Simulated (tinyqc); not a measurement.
Vacuum evaporation: vapour pressure, source flux, thickness distribution, purity and step coverage: one step, computed by the program tinyqc.

Molecular flow, unit sticking of the metal, no re-evaporation. The background gas is taken as water vapour (18.015 g/mol, collision diameter 0.37 nm) at 300 K.

Question. Vapour pressure and flux. log10(p_v/Pa) = A - B/T; flux from the surface Phi = p_v/sqrt(2 pi m k_B T), m = M u. Mass loss = Phi x area x m; heat of evaporation = ln(10) R B; d ln Phi/dT = ln(10) B/T^2 - 1/(2 T).

Inputs (values chosen for the exercise, modelled on copper, with constants for the liquid):
```
quantity,value,unit
molar mass M,63.55,g/mol
vapour-pressure constant A,10.88,-
vapour-pressure constant B,16390,K
source temperature T,1450,K
source area,1.5,cm^2
```

Constants: u = 1.6605390666e-27 kg; k_B = 1.380649e-23 J/K; R = 8.314462618 J/(mol K).

Give: vapour pressure p_v; flux Phi; mass loss; heat of evaporation; change of flux per kelvin.

Answer.

vapour pressure p_v = 0.37718 Pa

flux Phi = 3.2738e+17 1/(cm^2 s)

mass loss = 0.18656 g/h

heat of evaporation = 313.78 kJ/mol

change of flux per kelvin = 1.7605 %/K

Holding the rate to 1 % needs the temperature to about 0.57 K.
